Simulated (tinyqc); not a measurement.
## Off-state leakage of single and stacked transistors: subthreshold current against the height of the stack

n-channel devices of unit width. Subthreshold current I(Vg, Vs, Vd) = I0 (T/300 K)^0.5 exp[(Vg - Vs - VT(T) - gb (Vs - Vb) + dd (Vd - Vs))/(nf Vt)] (1 - exp(-(Vd - Vs)/Vt)), VT(T) = VT - cT (T - 300 K). Gate-edge tunnelling Ig (Vd/1 V) exp(ag (Vd - 1 V)), for a gate at 0 V, and band-to-band leakage Ab u exp(-Bb/u), u = Vd - Vb + 1 V, flow at a drain held at V; both are taken as independent of T. In a stack of off transistors (all gates at 0 V) the same subthreshold current passes through each.

All n gates at 0 V, bottom source at 0 V, top drain at V; node voltages follow from equal currents.

Inputs (values chosen for the exercise); values of the order met in bulk silicon logic transistors:
```
symbol  value   unit                                             meaning
T         300      K                                         temperature
V         1.2      V                                      supply voltage
VT       0.31      V        threshold at 300 K, zero drain and body bias
cT        0.9   mV/K              fall of the threshold with temperature
I0       0.92  uA/um                       current at threshold at 300 K
nf       1.31                                               slope factor
dd       0.14                            drain-induced lowering per volt
gb       0.15         rise of the threshold per volt of source-body bias
Vb          0      V                                        body voltage
```

Constants: q = 1.602176634e-19 C, kB = 1.380649e-23 J/K, Vt = kB T/q. Results are converted to the units shown.

Results:
```
n,I (nA/um),reduction factor,drain voltage of the bottom device (mV),source voltage of the top device (mV),voltage across the top device (V)
1,13.893,1.0000,1200.0,0,1.2000
3,0.066650,208.45,24.858,140.18,1.0598
4,0.041974,331.00,13.537,152.32,1.0477
5,0.030571,454.46,9.3001,160.64,1.0394
6,0.024021,578.38,7.0810,166.97,1.0330
```

Estimate the missing row, n = 2.

Computed row:
```
n,I (nA/um),reduction factor,drain voltage of the bottom device (mV),source voltage of the top device (mV),voltage across the top device (V)
2,0.15674,88.641,117.73,117.73,1.0823
```

With this row back in the table: The second transistor cuts the current by a factor of 88.6, the third by a further 2.35 and the sixth by 1.27. The top device keeps 86.1 % of the supply at n = 6, while the drain voltage of the bottom one falls to 0.274 Vt.

Program tinyqc, `OMP_NUM_THREADS=1 python tinyqc.py 2242061 2242062 out.jsonl`; Intel Xeon 2.30GHz, shared host, one thread, about 0.03 s.
